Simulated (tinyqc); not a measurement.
Adsorption as a lattice gas: isotherms with interactions, competition, desorption peaks and saturation dose: one step, computed by the program tinyqc.

One adsorbate per site; a molecule needs 1 empty site. Gas and surface have the same temperature.

Problem. Coverage with interactions. With u = w/(k_B T). Mean field: theta/(1 - theta) = y exp(-z u theta). Quasi-chemical: theta/(1 - theta) = y [(r - 1 + 2 theta)(1 - theta)/((r + 1 - 2 theta) theta)]^(-z/2) exp(-z u/2), r = sqrt(1 - 4 theta (1 - theta)(1 - exp(-u))).

Inputs (values chosen for the exercise, for a model surface): pair energy w (positive repels) = 0.071 eV; neighbours z = 4; temperature T = 741 K.

Adsorption: molecular (first order).

y = 1.686622

Constants: k_B = 8.617333262e-05 eV/K.

Give: u; coverage, mean field; coverage, quasi-chemical.

Solution.

u = 1.112

coverage, mean field = 0.3039

coverage, quasi-chemical = 0.3268

Caution: for z u near 4 or above (near 8 on the triangular lattice, z = 6) mean field itself predicts sublattice order near half coverage (the exact threshold is higher); both uniform formulas leave ordering out.
